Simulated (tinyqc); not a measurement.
Strain, valley repopulation and piezoresistance in a many-valley conduction band: one step, computed by the program tinyqc. Command: `OMP_NUM_THREADS=1 python tinyqc.py 3012704 3012705 out.jsonl valleys walk`. One thread of a shared host (Intel(R) Xeon(R) Processor @ 2.30GHz), about 0.02 s of CPU time with the checks.

Valleys are ellipsoids with mass m_l along the axis a and m_t across it, parabolic, with one constant relaxation time; strain shifts the valleys and leaves the masses alone. Currents are taken along [100], in the plane, and along [001], across the plane.

Task: Valley shifts. Herring-Vogt shift of a valley with unit axis a: dE = Xi_d tr(e) + Xi_u a.e.a.

Inputs (values chosen for the exercise, modelled on silicon): shear deformation potential Xi_u = 8.95 eV; dilation deformation potential Xi_d = 1.1 eV.

Valley axes: <100> (6 valleys in 3 pairs). Load: biaxial in the (001) plane.

strain tensor (%):
```
           x          y           z
x  0.1705818  0.0000000   0.0000000
y  0.0000000  0.1705818   0.0000000
z  0.0000000  0.0000000  -0.1315625
```

Constants: k_B = 8.617333262e-05 eV/K.

Give: shifts dE; splitting (highest minus lowest).

Result:

shifts dE (meV): x 17.573, y 17.573, z -9.469

splitting (highest minus lowest) = 27.042 meV
